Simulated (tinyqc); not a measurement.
From results back to parameters: armchair graphene nanoribbon in tight binding. Three cases, with inputs chosen for the exercise.

Problem. For an armchair ribbon without edge correction the gap is 2t times the smallest |1 + 2 cos(p pi/(N + 1))|, p = 1 to N. The gap below belongs to a hidden N between 3 and 40.

Case 1.

Values chosen (out of a larger set: near those used for graphene; not measured data): t = 2.83 eV (hopping).

gap = 0.39933 eV

Case 2.

Values chosen (out of a larger set: near those used for graphene; not measured data): t = 2.9 eV (hopping).

gap = 0.47143 eV

Case 3.

Values chosen (out of a larger set: near those used for graphene; not measured data): t = 2.6 eV (hopping).

gap = 0.42266 eV

Find: N; family.

Solution.

Case 1.

N = 25

family: 3p+1

Near c = -1/2 the gap is about 2 pi t/(sqrt3 (N + 1)), which gives N + 1 = 25.7; the exact formula gives 0.40556, 0.39933 and 0.00000 eV for N = 24, 25 and 26.

Case 2.

N = 21

family: 3p

Near c = -1/2 the gap is about 2 pi t/(sqrt3 (N + 1)), which gives N + 1 = 22.3; the exact formula gives 0.00000, 0.47143 and 0.46325 eV for N = 20, 21 and 22.

Case 3.

N = 21

family: 3p

Near c = -1/2 the gap is about 2 pi t/(sqrt3 (N + 1)), which gives N + 1 = 22.3; the exact formula gives 0.00000, 0.42266 and 0.41532 eV for N = 20, 21 and 22.

Computed by tinyqc, one run a case: `OMP_NUM_THREADS=1 python tinyqc.py N N+1 out.jsonl` with N = 1452085, 1452199, 1452210; one thread of a shared Intel(R) Xeon(R) Processor @ 2.30GHz, about 0.08 s a run at most.
